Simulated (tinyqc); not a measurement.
Shallow acceptor in the spherical four-band model, step by step. Values are carried at full precision from step to step, so a last printed digit may differ when a step is redone from the rounded ones.

Units Ry* = Ry/(g1 eps^2) and a* = a0 eps g1; mu = (6 g3 + 4 g2)/(5 g1) is the spherical heavy-light coupling and delta = (g3 - g2)/g1 the cubic term, which is left out.

Constants: Ry = 13.60569312 eV; a0 (Bohr radius) = 0.5291772105 angstrom.

Values chosen for the exercise (near those of a shallow acceptor in Si, where the small spin-orbit splitting and strong warping make this model rough; not measured data): g1 = 4.32 (Luttinger gamma1); g2 = 0.34 (gamma2); g3 = 1.44 (gamma3); eps = 11.7 (dielectric constant); al = (0.173, 1.04, 6.23) 1/a*^2 (exponents a_i, the same for f and g); Dso = 0.045 eV (spin-orbit splitting).

## Units and couplings

Give Ry*, a*, mu, delta and the spherical masses 1/(g1 (1 -/+ mu)).

Ry* = 23.007 meV
a* = 26.75 angstrom
mu = 0.46296
delta = 0.2546

heavy and light mass (m0): 0.4310  0.1582

A hydrogen model with the heavy mass would bind by Ry*/(1 - mu) = 42.8 meV and with the light mass by 15.7 meV. delta/mu = 0.55: the cubic term is not small, so the spherical result is a first estimate.

## Matrices in a small basis

The ground state 1S3/2 has an L = 0 part f(r) and an L = 2 part g(r). In units of Ry* and a*, with Gaussians f_i = exp(-a_i r^2), g_i = r^2 exp(-a_i r^2), A = a_i + a_j and I(n) = Gamma((n + 1)/2)/(2 A^((n + 1)/2)): S_ff = I(2), S_gg = I(6), H_ff = (6 a_i a_j/A) I(2) - 2 I(1), H_gg = (14 a_i a_j/A) I(6) - 2 I(5), H_fg = -mu [15 I(2) - 20 a_j I(4) + 4 a_j^2 I(6)]; each function is then normalised. The split-off band is left out.

Form S and H.

S, lower triangle:
```
        f1      f2      f3      g1      g2      g3
f1  1.0000
f2  0.5849  1.0000
f3  0.1847  0.5860  1.0000
g1       0       0       0  1.0000
g2       0       0       0  0.2861  1.0000
g3       0       0       0  0.0194  0.2873  1.0000
```

H (Ry*), lower triangle:
```
         f1       f2        f3       g1      g2       g3
f1  -0.8085
f2  -0.9332  -0.1347
f3  -0.8680  -0.4322   10.7239
g1  -0.3102  -0.5335   -0.2169   0.5030
g2  -0.0887  -1.8648   -3.2098   0.2148  5.5441
g3  -0.0060  -0.5358  -11.1707  -0.0134  2.6527  39.3614
```

## Ground state in the small basis

Solve H u = E S u for the lowest level of the acceptor; the first half of the basis is L = 0 and the second L = 2. Give E, E without the f-g block, and the L = 2 weight u_g S_gg u_g with u S u = 1.

E = -1.215 Ry*
E without coupling = -0.989 Ry*
L = 2 weight = 0.085

Without the coupling the exact value is -1, which this basis, tuned to the compact coupled state, misses by 0.011. The coupling to L = 2 takes the level to 1.22 times that exact value.

## Converged result

Converged values use 22 exponents 2.2^i, i = -7 to 14, for f and for g.
Ground and next level of the same symmetry, L = 2 weight and mean radius.

1S3/2 and 2S3/2 (Ry*): -1.244  -0.339

binding energies (meV): 28.6  7.8

L = 2 weight = 0.094
<r> = 33.3 angstrom

The small basis reaches 98 % of the binding. The ratio 1S/2S is 3.67 (4 for hydrogen). The binding is 0.64 of Dso, so the split-off band, left out here, would deepen it noticeably.

## Checks

- Level at mu = 0 against -1 Ry*: both -1.0000.
- Ground level from a second, denser basis, Ry*: both -1.244.

tinyqc: `OMP_NUM_THREADS=1 python tinyqc.py 1280474 1280475 out.jsonl`; about 0.04 s, one thread, shared Intel(R) Xeon(R) Processor @ 2.30GHz.
